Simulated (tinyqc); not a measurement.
Band offset of a heterojunction with an interface dipole (two-band chains, self-consistent charge): one step. The line-up. Four cases, with inputs chosen for the exercise.

Task: Ev(right) - Ev(left) = D - (G2 - G1)/2 and Ec(right) - Ec(left) = D + (G2 - G1)/2, for D0, for the self-consistent D and for D = 0. Type I: the offsets have opposite signs; type III: one valence edge lies above the other conduction edge; else type II.

Give: Offsets (eV).

Case 1.

Values chosen (out of a larger set: gaps near those of GaAs and AlAs; the chains and D0 are free models, so the offsets are not those of the real pair; not measured data):
- G1 = 1.47 eV (gap on the left)
- G2 = 2.27 eV (gap on the right)
- D0 = 0.83 eV (mid-gap of the right side above that of the left, without dipole)

D = 0.517953 eV

Result:

Offsets (eV):
```
case                           D  valence  conduction                 type
no dipole                  0.830    0.430       1.230  type II (staggered)
self-consistent            0.518    0.118       0.918  type II (staggered)
neutrality levels aligned  0.000   -0.400       0.400  type I (straddling)
```

Case 2.

Values chosen (out of a larger set: gaps near those of Si and GaP; the chains and D0 are free models, so the offsets are not those of the real pair; not measured data):
- G1 = 1.07 eV (gap on the left)
- G2 = 2.35 eV (gap on the right)
- D0 = -0.6 eV (mid-gap of the right side above that of the left, without dipole)

D = -0.335392 eV

Result:

Offsets (eV):
```
case                            D  valence  conduction                 type
no dipole                  -0.600   -1.240       0.040  type I (straddling)
self-consistent            -0.335   -0.975       0.305  type I (straddling)
neutrality levels aligned   0.000   -0.640       0.640  type I (straddling)
```

Case 3.

Values chosen (out of a larger set: gaps near those of Si and GaP; the chains and D0 are free models, so the offsets are not those of the real pair; not measured data):
- G1 = 1.15 eV (gap on the left)
- G2 = 2.36 eV (gap on the right)
- D0 = 0.29 eV (mid-gap of the right side above that of the left, without dipole)

D = 0.137622 eV

Result:

Offsets (eV):
```
case                           D  valence  conduction                 type
no dipole                  0.290   -0.315       0.895  type I (straddling)
self-consistent            0.138   -0.467       0.743  type I (straddling)
neutrality levels aligned  0.000   -0.605       0.605  type I (straddling)
```

Case 4.

Values chosen (out of a larger set: gaps near those of GaN and AlN; the chains and D0 are free models, so the offsets are not those of the real pair; not measured data):
- G1 = 3.35 eV (gap on the left)
- G2 = 6.21 eV (gap on the right)
- D0 = -0.8 eV (mid-gap of the right side above that of the left, without dipole)

D = -0.673074 eV

Result:

Offsets (eV):
```
case                            D  valence  conduction                 type
no dipole                  -0.800   -2.230       0.630  type I (straddling)
self-consistent            -0.673   -2.103       0.757  type I (straddling)
neutrality levels aligned   0.000   -1.430       1.430  type I (straddling)
```

The dipole shifts both offsets alike and leaves the type.

Computed by tinyqc, one run a case: `OMP_NUM_THREADS=1 python tinyqc.py N N+1 out.jsonl` with N = 1450455, 1450692, 1450744, 1450791; one thread of a shared Intel(R) Xeon(R) Processor @ 2.30GHz, about 0.5 s a run at most.
